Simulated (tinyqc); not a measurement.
Schottky diode by the thermionic emission-diffusion theory: one step of the calculation.

Metal on an n-type semiconductor with one parabolic valley; V > 0 is forward bias (metal positive). The band bends as a parabola over the depletion layer, by Vd = Vbi - V; no image force. Carriers drift and diffuse up to the interface and leave it with the velocity vR.

Question. Emission velocity. A* = 4 pi q me m0 kB^2/h^3 (times 1e-4 for A/(cm^2 K^2)); Nc = 2 (2 pi me m0 kB T/h^2)^1.5 (times 1e-6 for cm^-3); Vbi = phi - Vt ln(Nc/Nd); vR = A* T^2/(q Nc).

Values chosen for this exercise; band and dielectric values close to those of gallium nitride:
- T = 300 K (temperature)
- me = 0.199 m0 (electron mass)
- phi = 0.85 eV (barrier height seen from the metal)
- Nd = 7e15 cm^-3 (donor density)

Constants: q = 1.602176634e-19 C, kB = 1.380649e-23 J/K, h = 6.62607015e-34 J s, m0 = 9.1093837015e-31 kg, Vt = kB T/q. Results are converted to the units shown.

Wanted: A*; Nc; Vbi; vR.

Answer.

A* = 23.91 A/(cm^2 K^2)
Nc = 2.228e18 cm^-3
Vbi = 0.7010 V
vR = 6.030e6 cm/s

vR equals sqrt(kB T/(2 pi me m0)).

Numbers from tinyqc (`OMP_NUM_THREADS=1 python tinyqc.py 2640143 2640144 out.jsonl`; about 0.01 s on one thread of a shared Intel Xeon 2.30GHz).
